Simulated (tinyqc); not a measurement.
Speciation in dilute and buffered hydrofluoric acid, oxide etch rate and bath loading: one step, computed by the program tinyqc.

Concentrations stand for activities, NH4+ and Cl- are spectators, and water ionisation is neglected. H, F and HF2 denote the ions H+, F- and HF2-. The base temperature is 298 K.

Task: One trial. Fluoride balance: [HF] + [F] + 2 [HF2] + 2 [H2F2] = HF added + NH4F added. Acid balance: [H] + [HF] + [HF2] + 2 [H2F2] = HF added + HCl added. For a trial [H], [HF] = [H][F]/K1, and the fluoride balance is a quadratic in [F]. Take pH = 3. The residual is the left side of the acid balance less the right.

Inputs (values chosen for the exercise, of the order of those for thermal oxide at room temperature):

| quantity | value | unit |
|---|---|---|
| HF added | 0.25 | mol/L |
| NH4F added | 0 | mol/L |
| HCl added | 0 | mol/L |
| K1 = [H][F]/[HF] | 0.000645 | mol/L |
| K2 = [HF2]/([HF][F]) | 3.45 | L/mol |
| K3 = [H2F2]/[HF]^2 | 0 | L/mol |

Give: [F]; [HF]; [HF2]; [H2F2]; residual.

Result:

[F] = 0.07465 mol/L

[HF] = 0.1157 mol/L

[HF2] = 0.02981 mol/L

[H2F2] = 0 mol/L

residual = -0.1035 mol/L

The residual is negative, so the pH lies below 3.
